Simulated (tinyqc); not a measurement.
Bond length: bond-orbital model of a tetrahedral semiconductor (Harrison's universal couplings).

Hybrid level eh = (es + 3 ep)/4; metallic energy V1 = (ep - es)/4 for each atom; covalent energy V2 = 3.22 hbar^2/(m d^2); polar energy V3 = (ehc - eha)/2; hbar^2/m = 2c, c = hbar^2/2m0. Polarity ap = V3/sqrt(V2^2 + V3^2), covalency ac = V2/sqrt(V2^2 + V3^2). p-p coupling at Gamma Exx = (4/3)(2.22 - 2 x 0.63) hbar^2/(m d^2) = 1.28 hbar^2/(m d^2), s-s coupling Ess = 4 x 1.32 hbar^2/(m d^2).

Constants: hbar^2/2m0 = 3.80998211 eV angstrom^2.

Inputs chosen for the exercise (near tabulated values for ZnSe; the model gives trends, and its gaps can be far from the real ones; the results hold for these values, not for the real material):
- esc = -7.85 eV (s level, cation)
- epc = -3.99 eV (p level, cation)
- esa = -22.57 eV (s level, anion)
- epa = -10.63 eV (p level, anion)
- d = 2.46 angstrom (bond length)
- Z = 6 (valence electrons of the anion)

d is scaled; levels stay. E0 is the s-like conduction level less Ev at Gamma (Ess = 5.28 u, Exx = 1.28 u); Z* = 4 ap - (Z - 4).

Against d:

| d/d0 | V2 (eV) | ap | Z* | Ev (eV) | E0 (eV) |
|---|---|---|---|---|---|
| 0.94 | 4.589 | 0.6863 | 0.745 | -11.098 | 6.413 |
| 0.98 | 4.222 | 0.7160 | 0.864 | -11.030 | 5.924 |
| 0.99 | 4.137 | 0.7231 | 0.892 | -11.015 | 5.814 |
| 1.00 | 4.055 | 0.7299 | 0.920 | -11.001 | 5.709 |
| 1.01 | 3.975 | 0.7367 | 0.947 | -10.987 | 5.608 |
| 1.02 | 3.897 | 0.7433 | 0.973 | -10.974 | 5.511 |
| 1.04 | 3.749 | 0.7560 | 1.024 | -10.949 | 5.328 |

Give the missing row, d/d0 = 0.96.

Computed row:
```
d/d0  V2 (eV)      ap     Z*  Ev (eV)  E0 (eV)
0.96    4.399  0.7015  0.806  -11.062    6.158
```

Compression raises V2 and E0: dE0/d ln(volume) = -3.44 eV, of which the valence band gives -0.47. The polarity falls under compression, from 0.730 to 0.686 at 0.94 (SiC is a known exception, whose effective charge rises under pressure).

Run: tinyqc, `OMP_NUM_THREADS=1 python tinyqc.py 1452142 1452143 out.jsonl`; Intel(R) Xeon(R) Processor @ 2.30GHz, one thread, shared host; about 0.01 s of CPU time with all checks.
